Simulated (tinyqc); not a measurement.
What each parameter does: shallow acceptor in the spherical four-band model.

Units Ry* = Ry/(g1 eps^2) and a* = a0 eps g1; mu = (6 g3 + 4 g2)/(5 g1) is the spherical heavy-light coupling and delta = (g3 - g2)/g1 the cubic term, which is left out.

The ground state 1S3/2 has an L = 0 part f(r) and an L = 2 part g(r). In units of Ry* and a*, with Gaussians f_i = exp(-a_i r^2), g_i = r^2 exp(-a_i r^2), A = a_i + a_j and I(n) = Gamma((n + 1)/2)/(2 A^((n + 1)/2)): S_ff = I(2), S_gg = I(6), H_ff = (6 a_i a_j/A) I(2) - 2 I(1), H_gg = (14 a_i a_j/A) I(6) - 2 I(5), H_fg = -mu [15 I(2) - 20 a_j I(4) + 4 a_j^2 I(6)]; each function is then normalised. The split-off band is left out.

Converged values use 22 exponents 2.2^i, i = -7 to 14, for f and for g.
Constants: Ry = 13.60569312 eV; a0 (Bohr radius) = 0.5291772105 angstrom.

Values chosen for the exercise (near those of a shallow acceptor in Si, where the small spin-orbit splitting and strong warping make this model rough; shifted at random, so the results belong to these values and not to a real crystal):
```
symbol  value  unit  meaning
g1      4.33         Luttinger gamma1
g2      0.34         gamma2
g3      1.43         gamma3
eps     11.4         dielectric constant
```

Converged values.

Results for these values:
```
case     mu  Ry* (meV)  binding (meV)  <r> (angstrom)
base  0.459      24.18          29.97            32.6
```

What happens to each result for eps = 12.3, all else kept?

Answer: mu does not change at the printed digits; Ry* falls from 24.18 to 20.77; binding falls from 29.97 to 25.74; <r> rises from 32.6 to 35.2.

The same for each parameter in turn:
```
case           mu  Ry* (meV)  binding (meV)  <r> (angstrom)
base        0.459      24.18          29.97            32.6
g1 = 4.68   0.425      22.37          26.79            36.3
g2 = 0.29   0.450      24.18          29.68            32.9
g3 = 1.32   0.429      24.18          29.06            33.5
eps = 12.3  0.459      20.77          25.74            35.2
```

g1 acts twice: it lowers Ry* and it lowers mu.

Run: tinyqc, `OMP_NUM_THREADS=1 python tinyqc.py 1250265 1250266 out.jsonl`; Intel(R) Xeon(R) Processor @ 2.30GHz, one thread, shared host; about 0.03 s of CPU time with all checks.
